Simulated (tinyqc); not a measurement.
Five-level k.p model folded onto the conduction band, step by step. Values are carried at full precision from step to step, so a last printed digit may differ when a step is redone from the rounded ones.

Second-order sums for the lowest conduction level at E: 1/m = 1 + Cm + (Ep/3)(2/E + 1/(E + Dso)) - (Ep2/3)(2/(E7 + D2 - E) + 1/(E7 - E)); g/2 = 1 + Cg - (Ep/3)(1/E - 1/(E + Dso)) - (Ep2/3)(1/(E7 - E) - 1/(E7 + D2 - E)). E is counted from the top of the valence band; E = Eg at the edge.

Constants: hbar^2/2m0 = 3.80998211 eV angstrom^2.

Inputs chosen for the exercise (near those of GaSb; not measured data):
- Eg = 0.806 eV (gap at Gamma to the s-like level)
- Dso = 0.747 eV (spin-orbit splitting)
- Ep = 26.7 eV (Kane energy)
- E7 = 3.14 eV (upper Gamma7 conduction level, from the valence top)
- D2 = 0.32 eV (its spin-orbit splitting, Gamma8 above Gamma7)
- Ep2 = 1.2 eV (Kane energy to the upper levels)
- Cm = -2.5 (remote term in 1/m)
- Cg = -0.02 (remote term in g/2)
- k = 0.041 1/angstrom (wave vector along z)

## Mass and g factor term by term

Evaluate at E = Eg.

Terms:

| level | part of 1/m | part of g |
|---|---|---|
| free + remote | -1.5000 | 1.9600 |
| Gamma8 valence | 22.0844 | -22.0844 |
| Gamma7 valence | 5.7308 | 11.4617 |
| Gamma8 upper | -0.3014 | 0.3014 |
| Gamma7 upper | -0.1714 | -0.3428 |

m = 0.0387 m0
g = -8.704

The valence levels give 27.82 to 1/m and the upper levels take 0.47 away. In g the two valence terms nearly cancel when Dso is small against Eg; here Dso/Eg = 0.93 and they leave -10.623, the upper pair -0.041.

## The matrix at one k

For k along z and one spin sector the level c couples to four states. With c0 = hbar^2/2m0, P = sqrt(Ep c0), P2 = sqrt(Ep2 c0): diagonal Eg + (1 + Cm) c0 k^2 for c, and 0, -Dso, E7 + D2, E7 for lh, so, G8 up, G7 up (their own dispersion is left out); couplings of c: sqrt(2/3) P k to lh, sqrt(1/3) P k to so, sqrt(2/3) P2 k to G8 up, sqrt(1/3) P2 k to G7 up (phases chosen real).

Fill in the matrix.

H (eV), lower triangle:
```
             c  lh        so    G8 up    G7 up
c      0.79639
lh     0.33764   0
so     0.23875   0  -0.74700
G8 up  0.07158   0         0  3.46000
G7 up  0.05061   0         0        0  3.14000
```

## Exact folding onto c

Solve E = H_cc + S(E), S(E) = sum_j H_cj^2/(E - H_jj), from E = H_cc, by plain substitution and by Newton steps on E - H_cc - S(E). The weight of c in the state is Z = 1/(1 - dS/dE). The exact level is the third eigenvalue of H from below.

Iterates (eV):

| step | substitution | Newton |
|---|---|---|
| 0 | 0.79639 | 0.79639 |
| 1 | 0.97346 | 0.94335 |
| 2 | 0.94339 | 0.94719 |
| 3 | 0.94775 | 0.94719 |
| 4 | 0.94710 | 0.94719 |
| 5 | 0.94720 | 0.94719 |
| 6 | 0.94719 | 0.94719 |
| 7 | 0.94719 | 0.94719 |

exact level = 0.94719 eV
Z = 0.8709

Substitution multiplies the error by about dS/dE = 1 - 1/Z = -0.148 a step, so it alternates; after 7 steps it is off by 2.7e-07 eV, while Newton is within 1e-5 eV from step 2 on.

## Loewdin series

Expanding E = H_cc + S(E) about Eg in powers of k^2, with s_n = sum_j H_cj^2/(Eg - H_jj)^n: order k^2: e2 = (1 + Cm) c0 k^2 + s1; order k^4: e4 = -s2 e2; order k^6: e6 = s3 e2^2 + s2^2 e2.

Give each order and the partial sums, counted from Eg.

s1 (eV), s2 (no unit), s3 (1/eV); (1 + Cm) c0 k^2 is H_cc - Eg: 0.17512  0.20032  0.23247

e2, e4, e6 (eV): 0.16551  -0.03315  0.01301

partial sums (eV): 0.16551  0.13236  0.14536

The exact value is 0.14119 eV; the errors of the partial sums are +24.32, -8.83 and +4.18 meV.

## Checks

- Curvature of the exact level at small k against the sum for 1/m: both 25.842.

Program tinyqc; command `OMP_NUM_THREADS=1 python tinyqc.py 1080656 1080657 out.jsonl`; about 0.01 s on one thread of a shared Intel(R) Xeon(R) Processor @ 2.30GHz.
